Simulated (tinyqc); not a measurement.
Potential step from the flux.

Inverse problem. On one interval J = (q mu Vt/hx) [nb B(d) - na B(-d)], B(d) = d/(exp(d) - 1), d = (psi_b - psi_a)/Vt. Find psi_b - psi_a, and the step at which J would vanish.

Parameters, values chosen for the exercise:
```
symbol   value        unit                    meaning
T          250           K                temperature
mu        1370  cm^2/(V s)          electron mobility
na      4.6e15       cm^-3   density at the left node
nb      2.7e14       cm^-3  density at the right node
hx          32          nm               node spacing
```

Constants: q = 1.602176634e-19 C, kB = 1.380649e-23 J/K, Vt = kB T/q. Results are converted to the units shown.

J = -11724.609 A/cm^2

Answer. B(d) falls and B(-d) rises with d, so J falls steadily with the step and one value matches. J = 0 needs nb/na = exp(d), the Boltzmann ratio.

psi_b - psi_a = 0.0270 V
step for J = 0 = -0.0611 V

tinyqc, about 0.01 s, one thread, Intel Xeon 2.30GHz (shared host): `OMP_NUM_THREADS=1 python tinyqc.py 2220118 2220119 out.jsonl`
